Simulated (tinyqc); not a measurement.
Finite-difference solution of the diffusion equation on a small grid: one step, computed by the program tinyqc.

dC/dt = D d2C/dx2 on nodes x_j = j dx, j = 0..8; the far end is sealed.

Task: Amplification factors. The mode of M with eigenvalue mu has its amplitude multiplied per step by g = (1 + (1 - theta) r mu)/(1 - theta r mu), with theta = 0 explicit, 1 implicit, 1/2 Crank-Nicolson; the explicit scheme is stable for r up to 2/|mu_min|.

Boundary at x = 0: surface loss. Scheme: implicit.

operator M:
```
           0          1          2          3          4          5          6          7
0  -2.157143   2.000000   0.000000   0.000000   0.000000   0.000000   0.000000   0.000000
1   1.000000  -2.000000   1.000000   0.000000   0.000000   0.000000   0.000000   0.000000
2   0.000000   1.000000  -2.000000   1.000000   0.000000   0.000000   0.000000   0.000000
3   0.000000   0.000000   1.000000  -2.000000   1.000000   0.000000   0.000000   0.000000
4   0.000000   0.000000   0.000000   1.000000  -2.000000   1.000000   0.000000   0.000000
5   0.000000   0.000000   0.000000   0.000000   1.000000  -2.000000   1.000000   0.000000
6   0.000000   0.000000   0.000000   0.000000   0.000000   1.000000  -2.000000   1.000000
7   0.000000   0.000000   0.000000   0.000000   0.000000   0.000000   1.000000  -2.000000
8   0.000000   0.000000   0.000000   0.000000   0.000000   0.000000   0.000000   2.000000

           8
0   0.000000
1   0.000000
2   0.000000
3   0.000000
4   0.000000
5   0.000000
6   0.000000
7   1.000000
8  -2.000000
```

mesh ratio r = 1.904

Give: eigenvalues mu of M; factors g; largest stable r of the explicit scheme.

Result:

eigenvalues mu of M: -4.0122  -3.8678  -3.4339  -2.7850  -2.0196  -1.2542  -0.6052  -0.1711  -0.0081

factors g: 0.11575  0.11956  0.13266  0.15866  0.20638  0.29516  0.46461  0.75426  0.98486

largest stable r of the explicit scheme = 0.49847

The smallest factor is 0.116: no mode changes sign, and all decay but one with mu = 0 where there is such a mode.
